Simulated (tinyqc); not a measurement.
Inside a calculation. Method: CIS on RHF in the sto-3g basis, for H2, spin multiplicity 1. Computed by tinyqc, a small Python program that keeps every step (integrals from PySCF). Settings: charge = 0, multiplicity = 1, basis = sto-3g, method = RHF, energy threshold = 1e-10, iteration cap = 55, orthogonalisation = canonical, start = core, DIIS depth = 6. Command: `OMP_NUM_THREADS=1 python tinyqc.py 20051 20052 out.jsonl` (the two numbers bound the seeds that draw the settings). One thread of a shared host (Intel(R) Xeon(R) Processor @ 2.60GHz), about 0.03 s of CPU time with the checks. The early iterations of the SCF are left out here.

## One-electron integrals

Geometry (angstrom):
```
atom       x       y       z
H     0.0000  0.0000  0.0000
H     0.0000  0.0000  0.9990
```

Basis sto-3g: exponents (1/bohr^2) and contraction coefficients of normalised primitives:
```
element  l (shell)  exponent  coefficient
H            s (1)    3.4253       0.1543
H            s (1)    0.6239       0.5353
H            s (1)    0.1689       0.4446
```

Overlap, kinetic and nuclear-attraction integrals over the contracted functions; the nuclear repulsion is the sum of Za Zb / Rab.

nuclear repulsion = 0.529707 hartree

overlap S:
```
        1H 1s   2H 1s
1H 1s  1.0000  0.4971
2H 1s  0.4971  1.0000
```

kinetic energy T (hartree):
```
        1H 1s   2H 1s
1H 1s  0.7600  0.1117
2H 1s  0.1117  0.7600
```

nuclear attraction V (hartree):
```
         1H 1s    2H 1s
1H 1s  -1.7400  -0.7955
2H 1s  -0.7955  -1.7400
```

core Hamiltonian H = T + V (hartree):
```
         1H 1s    2H 1s
1H 1s  -0.9799  -0.6838
2H 1s  -0.6838  -0.9799
```

## Two-electron integrals

Functions are numbered as in S; the eight-fold symmetry (ij|kl) = (ji|kl) = (kl|ij) leaves the list below.

Two-electron integrals (ij|kl) in chemists' order, unique and non-zero (hartree):
```
(11|11) 0.7746   (21|11) 0.3098   (21|21) 0.1583   (22|11) 0.4784
(22|21) 0.3098   (22|22) 0.7746
```

## Orthogonalisation

S = U s U^T; canonical form X = U s^(-1/2), so that X^T S X = 1. Each column of U has its largest component positive (the first on a tie).

eigenvalues of S: 0.5029  1.4971

X:
```
             1       2
1H 1s   0.9971  0.5779
2H 1s  -0.9971  0.5779
```

## Iteration 2 (converged): orbitals

converged F (hartree):
```
         1H 1s    2H 1s
1H 1s  -0.2476  -0.4781
2H 1s  -0.4781  -0.2476
```

Diagonalise F' = X^T F X, C = X C', fill 1 alpha and 1 beta electrons from the bottom; D = 2 C_occ C_occ^T. Each column has its largest component positive (the first on a tie).

F' = X^T F X (hartree):
```
        1        2
1  0.4582   0.0000
2  0.0000  -0.4848
```

orbital energies (hartree): MO1 -0.4848, MO2 0.4582

coefficients C:
```
          MO1      MO2
1H 1s  0.5779   0.9971
2H 1s  0.5779  -0.9971
```

D after iteration 2:
```
        1H 1s   2H 1s
1H 1s  0.6680  0.6680
2H 1s  0.6680  0.6680
```

## Convergence

Stop when the energy changes by less than 1e-10 hartree and every element of the error matrix X^T (F D S - S D F) X is below 3e-06.

Course of the cycle:
```
iteration  E (hartree)     change  largest element of the error matrix
1            -1.066389          -                             3.20e-16
2            -1.066389  -2.22e-16                             1.28e-16
```

PySCF RHF in the same basis = -1.066389 hartree

Converged in 2 iterations.

## Integrals over molecular orbitals

(pq|rs) = sum C_ip C_jq C_kr C_ls (ij|kl), one index at a time.

one-electron integrals over orbitals h = C^T H C (hartree):
```
         1        2
1  -1.1113   0.0000
2   0.0000  -0.5888
```

Two-electron integrals over orbitals (pq|rs), unique and non-zero (hartree):
```
(11|11) 0.6266   (21|21) 0.1967   (22|11) 0.6219   (22|22) 0.6532
```

## CIS matrix, singlets

A(ia,jb) = (e_a - e_i) d_ij d_ab + 2 (ia|jb) - (ij|ab).

CIS matrix A, singlet (hartree):
```
        1>2
1>2  0.7145
```

## CIS singlet states

dipole integrals <i|r|a> (bohr):
```
          x       y        z
1>2  0.0000  0.0000  -1.0878
```

Diagonalise A (1 hartree = 27.211386 eV); each vector has its largest component positive (the first on a tie). The transition dipole is mu = sqrt2 sum c_ia <i|r|a>.

singlet excitation energies (eV): 19.4429

lowest vectors:
```
     state 1
1>2   1.0000
```

oscillator strengths 2/3 w |mu|^2: 1.1274

## CIS matrix, triplets

A(ia,jb) = (e_a - e_i) d_ij d_ab - (ij|ab).

CIS matrix A, triplet (hartree):
```
        1>2
1>2  0.3211
```

## CIS triplet states

Diagonalise A (1 hartree = 27.211386 eV); each vector has its largest component positive (the first on a tie).

triplet excitation energies (eV): 8.7365

lowest vectors:
```
     state 1
1>2   1.0000
```
